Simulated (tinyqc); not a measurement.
Changing the Ge fraction x: composition and strain of an epitaxial Si(1-x)Ge(x) layer from Raman and X-ray peaks. Computed by tinyqc, a small Python program. Command: `OMP_NUM_THREADS=1 python tinyqc.py 3022536 3022537 out.jsonl epiraman sweep`. One thread of a shared host (Intel(R) Xeon(R) Processor @ 2.30GHz), about 0.01 s of CPU time with the checks.

A (001) layer, biaxially strained in the plane. The Raman peaks follow empirical lines omega = w0 + c1 x + c3 x^3 + b eps (c3 for Si-Ge alone), with eps the in-plane strain.

Inputs (values chosen for the exercise, modelled on silicon-germanium):
```
quantity                        value      unit
degree of relaxation R           0.69         -
lattice constant of Si          5.431  angstrom
lattice constant of Ge          5.658  angstrom
bowing B                        0.029  angstrom
2 C12/C11 of Si                 0.774         -
2 C12/C11 of Ge                 0.751         -
Si-Si: w0                       520.5      1/cm
Si-Si: c1                       -69.6      1/cm
Si-Si: strain coefficient b      -774      1/cm
Si-Ge: w0                       400.3      1/cm
Si-Ge: c1                        25.7      1/cm
Si-Ge: c3                       -32.3      1/cm
Si-Ge: strain coefficient b      -609      1/cm
Ge-Ge: w0                       280.5      1/cm
Ge-Ge: c1                        18.7      1/cm
Ge-Ge: strain coefficient b      -433      1/cm
X-ray wavelength             1.540598  angstrom
```

Substrate: silicon.

Method:
- Relaxed lattice constant a(x) = a_Si + (a_Ge - a_Si) x - B x (1 - x).
- In-plane constant a_par = a_sub + R (a(x) - a_sub); eps = a_par/a(x) - 1; eps_perp = -(2 C12/C11) eps with 2 C12/C11 linear in x; a_perp = a(x) (1 + eps_perp).
- Insert x and eps in the three lines; the strain part is b eps.
- Bragg angle theta = arcsin(2 lambda/a) for (004), for the substrate with a_sub and the layer with a_perp; separation in arc seconds.

One run for each value; columns: (1) Ge fraction x; (2) Si-Si peak (1/cm); (3) Si-Ge peak (1/cm); (4) Ge-Ge peak (1/cm); (5) in-plane strain eps (per mille); (6) separation, layer less substrate (arcsec):
```
(1)      (2)     (3)     (4)      (5)      (6)
0.08  515.64  402.89  282.39   -0.912   -517.3
0.18  509.58  406.00  284.76   -2.074  -1173.4
0.29  502.93  409.02  287.39   -3.379  -1906.7
0.40  496.31  411.38  290.02   -4.713  -2651.3
0.50  490.30  412.74  292.43   -5.948  -3337.6
0.60  484.32  413.13  294.84   -7.206  -4032.3
0.71  477.75  412.23  297.51   -8.613  -4805.6
0.82  471.20  409.68  300.18  -10.044  -5587.9
0.92  465.27  405.71  302.63  -11.366  -6306.3
```

Over the rows, Si-Si peak (1/cm) falls from 516 to 465 (exponent d ln y / d ln x -0.015 between the first rows and -0.11 between the last); Si-Ge peak (1/cm) goes from 403 through a maximum among these rows, 413 at 0.600, to 406; Ge-Ge peak (1/cm) rises from 282 to 303 (exponent d ln y / d ln x 0.010 between the first rows and 0.070 between the last). Composition and strain both change with x. The Si-Si peak moves by -60.0 per cm per unit x on average, against c1 = -69.6 without strain: eps moves towards compression as x grows, which offsets part of the fall, in proportion to 1 - R.

Caution (rows 0.0800, 0.180, 0.820, 0.920): near either end one of the like-atom peaks is weak, since its intensity follows the number of such bonds.

Extremes, crossings and ranges named in words are read from the listed rows.
